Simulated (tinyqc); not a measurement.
Interface traps by the conductance method, a continuum of levels: one step of the calculation.

MOS capacitor on an n-type substrate; psi is the band bending, negative in depletion; only majority carriers are counted. The traps exchange electrons with the conduction band; their admittance lies in parallel with Cd, and that pair in series with Cox and Rs. w = 2 pi f.

Task. Extraction from the readings. Ignoring Rs: Gp/w = w Cox^2 Gm/[Gm^2 + w^2 (Cox - Cm)^2].

Cox = 719.40276 nF/cm^2
Cm = 392.95064 nF/cm^2
Gm/w = 15.077844 nF/cm^2

Give: extracted Gp/w.

Result.

extracted Gp/w = 73.067 nF/cm^2

The uncorrected series resistance makes this 5.1 % above the true Gp/w.

Computed by the program tinyqc: `OMP_NUM_THREADS=1 python tinyqc.py 2030055 2030056 out.jsonl`, one thread of a shared Intel Xeon 2.30GHz, about 0.01 s for the whole run.
